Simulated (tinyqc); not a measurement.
## Depth and level of a trap from the time ratio

Inverse problem. For an oxide trap tc/te = exp(E/Vt) with E = E0 - dpsi - (xt/tox)(Vg - VT - dpsi), dpsi being the rise of the surface potential above its value at threshold. Find xt and E0, and the depth that would be read if dpsi were ignored.

Parameters, values chosen for the exercise: temperature T = 300 K; insulator thickness tox = 4.9 nm.

Constants: q = 1.602176634e-19 C, kB = 1.380649e-23 J/K, Vt = kB T/q. Results are converted to the units shown.

Vg - VT (V): [0.37, 0.52]
tc/te: [2.5262996, 0.18911626]
dpsi (V): [0.076070145, 0.085849436]

Solution. E + dpsi is a straight line in the oxide voltage Vg - VT - dpsi with slope -xt/tox and intercept E0. Ignoring dpsi assigns the motion of the bands to the trap and overstates its depth.

xt = 2.00 nm
E0 = 0.220 eV
depth read without dpsi = 2.19 nm

Computed by the program tinyqc: `OMP_NUM_THREADS=1 python tinyqc.py 2710121 2710122 out.jsonl`, one thread of a shared Intel Xeon 2.30GHz, about 0.01 s for the whole run.
